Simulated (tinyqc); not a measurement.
Changing the share x of the charge in a wide tail: correction of a charged-defect supercell by a model charge and potential alignment (plane-averaged potentials). Computed by tinyqc, a small Python program. Command: `OMP_NUM_THREADS=1 python tinyqc.py 3111369 3111370 out.jsonl align sweep`. One thread of a shared host (Intel(R) Xeon(R) Processor @ 2.30GHz), about 0.02 s of CPU time with the checks.

The "true" defect charge is (1 - x) q in a Gaussian of width sigma plus x q in one of width sigma_t, so the exact answer is known; the correction sees only a single model Gaussian of width sigma_m. A Gaussian of width s has the transform rho(G) = exp(-G^2 s^2/2), normalised to 1. A uniform background cancels q, so G = 0 is left out. Potentials are those felt by a unit positive charge. E_0 is the formation energy of the isolated defect, E_cell its value in the supercell, E_lat = E_iso - E_per of the model charge, C the true less the model potential far from the defect; the exact correction is E_0 - E_cell, and the error of a scheme is E_cell plus its correction less E_0.

Inputs (values chosen for the exercise, with screening close to that of GaN):
```
quantity,value,unit
defect charge q,2,e
dielectric constant eps,9.18,-
edge of the cubic cell L,19.8,angstrom
width sigma of the true defect charge,1.6,angstrom
width sigma_m of the model charge,1.2,angstrom
width sigma_t of the tail,2.8,angstrom
formation energy of the isolated defect E_0,3.1,eV
```

Constants: e^2/(4 pi eps_0) = 14.39964548 eV angstrom.

Method:
- Periodic energy E_per = (2 pi q^2/(eps L^3)) (e^2/(4 pi eps_0)) sum_(G != 0) rho(G)^2/G^2, G = (2 pi/L)(n1, n2, n3), |n_i| <= 16. Isolated energy: two Gaussians of charges q_a, q_b and widths a, b interact by q_a q_b (e^2/(4 pi eps_0 eps)) sqrt(2/pi)/sqrt(a^2 + b^2), and the self-energy is half the sum over pairs.
- Supercell value E_cell = E_0 + E_per - E_iso for the true charge.
- E_lat = E_iso - E_per for the model charge; point-charge value alpha q^2 e^2/(4 pi eps_0 eps 2 L) with alpha = 2.837297.
- Plane-averaged potential at distance z from the defect: V(z) = (4 pi q/(eps L^3)) (e^2/(4 pi eps_0 e)) sum_(m != 0) rho(G_m) cos(G_m z)/G_m^2, G_m = 2 pi m/L, |m| <= 40.
- C = difference at z = L/2; E_corr = E_cell + E_lat - q C. For charges that have died out at L/2, C = (2 pi q/(eps L^3)) (e^2/(4 pi eps_0 e)) (<s^2> - sigma_m^2), <s^2> = (1 - x) sigma^2 + x sigma_t^2.

One run for each value:
```
share x of the charge in a wide tail,alignment C (V),error without alignment (meV),error with alignment (rounded to 1e-4 meV) (meV),exact correction (eV)
0.000,0.0028441,5.688,0.0000,0.43655
0.071,0.0037940,7.592,0.0041,0.43465
0.140,0.0047172,9.442,0.0080,0.43280
0.210,0.0056537,11.319,0.0120,0.43092
0.290,0.0067241,13.465,0.0165,0.42877
0.360,0.0076606,15.342,0.0205,0.42690
0.430,0.0085972,17.219,0.0245,0.42502
0.500,0.0095337,19.096,0.0284,0.42314
```

Over the rows, alignment C (V) rises from 0.00284 to 0.00953; error without alignment (meV) rises from 5.69 to 19.1; error with alignment (rounded to 1e-4 meV) (meV) rises from 0 to 0.0284.
